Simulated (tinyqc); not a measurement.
Inversion-layer mobility, back-scattering and ballistic limit of a field-effect transistor: one step, computed by the program tinyqc. Command: `OMP_NUM_THREADS=1 python tinyqc.py 3009430 3009431 out.jsonl mos walk`. One thread of a shared host (Intel(R) Xeon(R) Processor @ 2.30GHz), about 0.01 s of CPU time with the checks.

The charge at the top of the source barrier is fixed by the gate; series resistance and short-channel effects are left out. F_j are Fermi integrals normalised to exp(eta) in the classical limit.

Question. Effective mobility. mu_phonon = mu_ph (E_eff/1 MV/cm)^(-0.3) (T/300 K)^(-1.75); mu_rough = mu_sr (E_eff/1 MV/cm)^(-2); mu_Coulomb = mu_C (N_inv/1e12 cm^-2) (T/300 K); Matthiessen's rule adds 1/mu.

Inputs (values chosen for the exercise, modelled on a 4H-SiC n-channel):
```
quantity                                     value        unit
phonon mobility at 1 MV/cm and 300 K, mu_ph     83  cm^2/(V s)
roughness mobility at 1 MV/cm, mu_sr            68  cm^2/(V s)
Coulomb mobility at N_inv = 1e12/cm^2, mu_C     27  cm^2/(V s)
temperature T                                  200           K
```

Statistics at the top of the barrier: Fermi-Dirac.

inversion density N_inv = 3.671952e+12 1/cm^2

effective field E_eff = 0.9581046 MV/cm

Give: phonon part; roughness part; Coulomb part; effective mobility mu.

Answer.

phonon part = 170.9 cm^2/(V s)

roughness part = 74.08 cm^2/(V s)

Coulomb part = 66.10 cm^2/(V s)

effective mobility mu = 29.00 cm^2/(V s)

The Coulomb part is the lowest and holds 44 % of 1/mu.
